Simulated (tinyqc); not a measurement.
Worked calculation: rapid thermal processing of a wafer: radiative balance, ramp and cooling, pattern effects, pyrometer error and spike budget. Computed by tinyqc, a small Python program that keeps every step. Command: `OMP_NUM_THREADS=1 python tinyqc.py 3110886 3110887 out.jsonl rtp walk`. One thread of a shared host (Intel(R) Xeon(R) Processor @ 2.30GHz), about 0.05 s of CPU time with the checks. Intermediate numbers are printed to about 6 digits and carried at full precision; extremes and crossings named in words are read from the listed rows.

The wafer is opaque and uniform through its thickness unless said otherwise; temperatures in formulas are in kelvin (C + 273.15). sigma = 5.670374419e-12 W/(cm^2 K^4).

Inputs (values chosen for the exercise, modelled on a hot silicon wafer):
```
quantity                                              value         unit
wafer thickness d                                       525   micrometre
heat capacity per volume C                             2.04   J/(cm^3 K)
thermal conductivity k                                 0.22     W/(cm K)
emissivity eps of each face                            0.69            -
reflectivity of the chamber walls r                    0.22            -
gas heat-transfer coefficient h, both faces together    1.4  mW/(cm^2 K)
wall temperature T_w                                    500            K
process temperature                                     788            C
starting temperature                                    450            C
ramp rate                                                61          K/s
relative change of absorptivity over a pattern          8.2            %
period of the pattern                                   5.6           mm
pyrometer wavelength                                   0.95   micrometre
error of the assumed emissivity                         2.3            %
activation energy of the process E_a                   1.24           eV
```

Constants: k_B = 8.617333262e-05 eV/K; h = 6.62607015e-34 J s; c = 299792458 m/s; k_B = 1.380649e-23 J/K.

## Power to hold and to ramp

Effective emissivity between parallel grey plates: eps_eff = 1/(1/eps + 1/(1 - r) - 1). Loss per area q(T) = 2 eps_eff sigma (T^4 - T_w^4) + h (T - T_w). Absorbed power during a ramp = q(T) + C d x ramp rate; thermal time constant tau = C d/(dq/dT), dq/dT = 8 eps_eff sigma T^3 + h; natural cooling rate q/(C d); front-to-back difference under one-sided heating at the end of the ramp = (absorbed power) d/(2 k).

eps_eff = 0.577592

holding power q = 8.68179 W/cm^2

power at the end of the ramp = 15.2149 W/cm^2

dq/dT = 32.7078 mW/(cm^2 K)

time constant tau = 3.27444 s

natural cooling rate = 81.0625 K/s

front-to-back difference = 1.81541 K

Radiation carries 91 % of the loss. The ramp needs 1.8 times the holding power.

## Cooling curve

Cooling with the lamps off: C d dT/dt = -q(T), integrated adaptively (relative tolerance 1e-10).

Lamps off at t = 0:
```
t (s)    T (C)  cooling rate (K/s)
0.33   762.524             73.5462
0.65   740.009             67.3296
1.30   699.709             57.1450
2.30   648.570             45.8340
3.30   606.947             37.8401
4.90   553.925             29.0719
8.20   476.901             18.8030
13.00  406.208             11.5497
```

The rate falls from 81.1 K/s at t = 0 to 11.5 K/s in the last row.

## Thermal budget of a spike

Spike anneal: linear ramp to the peak, then lamps off. Equivalent time at the peak = int exp(-(E_a/k_B)(1/T - 1/T_peak)) dt; estimate (k_B T^2/E_a)(1/ramp rate + 1/cooling rate). The ramp part uses 4000 trapezoid steps, the cooling part 4000 steps over 4 tau. Time within 50 K of the peak from the same curves.

equivalent time, ramp = 1.12540 s

equivalent time, cooling = 1.12220 s

equivalent time, total = 2.24760 s

estimate = 2.24820 s

time within 50 K of the peak = 1.49963 s

Cooling supplies 50 % of the budget.

## What a faster ramp buys

The formulas are those given above.

Against the ramp rate:
```
ramp (K/s)  ramp part (s)  cooling part (s)  total (s)  power at the peak (W/cm^2)
10                6.86491           1.12220    7.98711                       9.753
25                2.74597           1.12220    3.86817                      11.359
50                1.37298           1.12220    2.49518                      14.037
100               0.68649           1.12220    1.80869                      19.392
250               0.27460           1.12220    1.39680                      35.457
500               0.13730           1.12220    1.25950                      62.232
1000              0.06865           1.12220    1.19085                     115.782
```

From 10 to 100 K/s the total falls by a factor 4.4, from 100 to 1000 K/s by 1.52: the cooling part, 1.12 s, is a floor, and the natural cooling rate here is 81.1 K/s.

## Pattern effect

At steady state a sinusoidal change of absorbed power of relative amplitude a and period p gives the temperature amplitude a q/(dq/dT + k d (2 pi/p)^2); healing length l = sqrt(k d/(dq/dT)); process change = E_a dT/(k_B T^2). Emissivity is taken as unchanged.

healing length l = 5.94244 mm

amplitude without lateral conduction = 21.7656 K

amplitude = 0.478847 K

change of the process rate = 0.611916 %

Lateral conduction cuts the amplitude to 2.2 %, since p/(2 pi l) = 0.15.

## Pyrometer error

Signal proportional to eps/(exp(c2/(lambda T)) - 1), c2 = h c/k_B. If the assumed emissivity is too high by the given error, the reading T' solves (1 + error)/(exp(c2/(lambda T')) - 1) = 1/(exp(c2/(lambda T)) - 1). Wien estimate: T' - T = -lambda T^2 ln(1 + error)/c2. Process rates go as exp(-E_a/(k_B T)).

c2 = 14387.8 micrometre K

c2/(lambda T) = 14.2723

reading less true temperature = -1.68800 K

Wien estimate = -1.69069 K

rate at T over rate at T', less 1 = 2.18403 %

Checks made by the program: cooling time against quadrature of C d dT/q (relative difference 4e-08).
